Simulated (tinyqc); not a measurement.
Energy and delay of logic against supply voltage: optimum supplies against the activity factor.

One expression serves below and above threshold: I(Vg) = Ik [ln(1 + exp((Vg - VT + dd V)/(al nf Vt)))]^al, with I_on = I(V) and I_off = I(0). Gate delay td = kd C V/I_on, clock period LD td. Per gate and cycle the switching energy is act C V^2 and the leakage energy I_off V LD td. No short-circuit current, no variation. Minima are sought above 0.09 V; below a few Vt gates no longer switch and the model has no meaning.

V_min minimises the energy and V_EDP the product of energy and td.

Values chosen for this exercise; values of the order met in logic technologies:
```
symbol  value  unit                               meaning
T         300     K                           temperature
VT       0.37     V  threshold voltage at zero drain bias
nf       1.11                                slope factor
dd       0.06         barrier lowering per volt of supply
Ik       0.42    uA            specific current of a gate
al       1.59                 exponent of the current law
C         1.7    fF            load capacitance of a gate
kd        0.7                                delay factor
LD         16                                 logic depth
```

Constants: q = 1.602176634e-19 C, kB = 1.380649e-23 J/K, Vt = kB T/q. Results are converted to the units shown.

Optimum supplies against the activity factor:

| act | V_min (V) | energy at V_min (aJ) | leakage share (%) | clock at V_min (MHz) | V_EDP (V) | clock at V_EDP (GHz) |
|---|---|---|---|---|---|---|
| 0.002 | 0.2886 | 0.3644 | 22.30 | 6.851 | 0.7434 | 1.004 |
| 0.005 | 0.2576 | 0.7387 | 23.64 | 2.667 | 0.7429 | 1.003 |
| 0.01 | 0.2339 | 1.247 | 25.42 | 1.270 | 0.7427 | 1.003 |
| 0.02 | 0.2096 | 2.074 | 27.94 | 0.5920 | 0.7427 | 1.002 |
| 0.05 | 0.1762 | 3.930 | 32.89 | 0.2079 | 0.7426 | 1.002 |
| 0.1 | 0.1487 | 6.141 | 38.79 | 0.08990 | 0.7426 | 1.002 |
| 0.2 | 0.1161 | 9.087 | 49.53 | 0.03472 | 0.7426 | 1.002 |

As act goes from 0.002 to 0.2, V_min falls from 0.289 to 0.116 V, the energy there rises from 0.364 to 9.09 aJ, the clock there falls from 6.85 to 0.0347 MHz and V_EDP stays near 0.743 V. act and LD enter V_min only through the ratio act/LD.

Numbers from tinyqc (`OMP_NUM_THREADS=1 python tinyqc.py 2082188 2082189 out.jsonl`; about 0.01 s on one thread of a shared Intel Xeon 2.30GHz).
